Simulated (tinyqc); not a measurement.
# Inputs raised by 2 %, one at a time

Model: Schottky barrier with interface states (Cowley-Sze model), image lowering and contact resistance. Computed by tinyqc, a small Python program. Command: `OMP_NUM_THREADS=1 python tinyqc.py 3007530 3007531 out.jsonl pinning sens`. One thread of a shared host (Intel(R) Xeon(R) Processor @ 2.30GHz), about 0.02 s of CPU time with the checks.

An n-type semiconductor under a metal. The barrier lies between the Schottky-Mott limit phi_M - chi and the Bardeen limit E_g - E_n, E_n being the neutrality level of the interface states; the space-charge term of the full Cowley-Sze expression is left out.

Inputs (values chosen for the exercise, with gap, mass and screening modelled on GaAs):
```
quantity,value,unit
gap E_g,1.41,eV
electron affinity chi,4.11,eV
metal work function phi_M,4.88,eV
neutrality level E_n above the valence band,0.934,eV
optical dielectric constant eps_opt,10.9,-
dielectric constant eps_s,13.3,-
electron mass m_e,0.0685,m_0
valleys M_c,1,-
donor density N,4.3e+19,cm^-3
temperature T,425,K
reverse bias V_r,3.1,V
```

Pinning factor from: Moench relation.

Constants: k_B = 8.617333262e-05 eV/K; m_0 = 9.1093837015e-31 kg; k_B = 1.380649e-23 J/K; h = 6.62607015e-34 J s; eps_0 = 8.8541878128e-12 F/m; e = 1.602176634e-19 C; hbar = 1.054571817e-34 J s.

Method:
- S = 1/(1 + 0.1 (eps_opt - 1)^2), an empirical relation for metal-induced gap states.
- phi_B = S (phi_M - chi) + (1 - S)(E_g - E_n); the hole barrier is E_g - phi_B.
- N_c = 2 M_c (2 pi m_e k_B T/h^2)^(3/2); xi = E_c - E_F solves N = N_c F_1/2(-xi/k_B T) (bisection; full ionisation).
- F_1/2(eta) = (2/sqrt(pi)) int_0^infinity sqrt(x)/(1 + exp(x - eta)) dx, by the trapezoid rule in t = sqrt(x) with step 0.02 up to t = 12 (for eta < -12 by exp(eta) - exp(2 eta)/2^(3/2)).
- V_bi = phi_B - xi; W = sqrt(2 eps_s eps_0 (V_bi + V_r - k_B T/e)/(e N)); field at the metal E_m = e N W/(eps_s eps_0); image lowering sqrt(e E_m/(4 pi eps_s eps_0)).
- A* = 4 pi e m_e M_c k_B^2/h^3 (a simple valley count); J_s = A* T^2 exp(-phi/k_B T).
- J_0 uses phi_B; the reverse current uses phi_B less the image lowering, times 1 - exp(-V_r/k_B T).
- E_00 = (e hbar/2) sqrt(N/(m_e eps_s eps_0)), E_0 = E_00 coth(E_00/k_B T); scaling form of the contact resistivity rho_c = (k_B/(e A* T)) exp(phi_B/E_0), which is the thermionic result when E_00 << k_B T and keeps only the leading exponential of tunnelling when E_00 >> k_B T; image lowering is left out of it.

Runs:
```
input moved,from,to,barrier phi_B (eV),thermionic reverse current (A/cm^2),contact resistivity rho_c (ohm cm^2),image lowering (eV)
base run,-,-,0.5032,2988,1.264e-06,0.2758
electron affinity chi (eV),4.11,4.1922,0.4956,3666,1.191e-06,0.2757
neutrality level E_n above the valence band (eV),0.934,0.95268,0.4863,4711,1.107e-06,0.2755
donor density N (cm^-3),4.3e+19,4.386e+19,0.5032,3114,1.216e-06,0.2773
temperature T (K),425,433.5,0.5032,3510,1.238e-06,0.2758
reverse bias V_r (V),3.1,3.162,0.5032,3072,1.264e-06,0.2768
electron mass m_e (m_0),0.0685,0.06987,0.5032,3030,1.288e-06,0.2756
dielectric constant eps_s,13.3,13.566,0.5032,2674,1.313e-06,0.2717
```

Exponents ln(y'/y) / ln(x'/x):
```
input,barrier phi_B,thermionic reverse current,contact resistivity rho_c,image lowering
electron affinity chi,-0.77,10.322,-3.007,-0.023
neutrality level E_n above the valence band,-1.73,22.990,-6.698,-0.051
donor density N,0.00,2.084,-1.934,0.276
temperature T,0.00,8.131,-1.055,-0.002
reverse bias V_r,0.00,1.390,0.000,0.184
electron mass m_e,0.00,0.710,0.952,-0.039
dielectric constant eps_s,0.00,-5.606,1.952,-0.750
```

To which inputs is each result most sensitive?

Among the inputs moved here: barrier phi_B answers most in size to neutrality level E_n above the valence band (exponent -1.730), next to electron affinity chi (-0.770); its exponent is below 0.0005 for donor density N, temperature T, reverse bias V_r, electron mass m_e, dielectric constant eps_s. Thermionic reverse current answers most in size to neutrality level E_n above the valence band (exponent +22.990), next to electron affinity chi (+10.322). Contact resistivity rho_c answers most in size to neutrality level E_n above the valence band (exponent -6.698), next to electron affinity chi (-3.007); its exponent is below 0.0005 for reverse bias V_r. Image lowering answers most in size to dielectric constant eps_s (exponent -0.750), next to donor density N (+0.276). Its exponent +0.276 in donor density N: the lowering goes as the root of the field, N^(1/4).

Caution (all rows): the field is near or above breakdown for such a gap, so avalanche or tunnelling current would take over. Caution (all rows): the image lowering is a large part of the barrier, so these depletion and emission formulas are rough. Caution (all rows): the field is near breakdown. Caution (all rows): the semiconductor is degenerate: the k_B T/e term in W and the parabolic band are then rough. Caution (all rows): E_00 = (e hbar/2) sqrt(N/(m_e eps_s eps_0)) is above 0.3 k_B T, so tunnelling through the barrier adds to the thermionic currents, most of all under reverse bias. Caution (all rows): outside the thermionic regime the prefactor of rho_c is only an order-of-magnitude estimate.
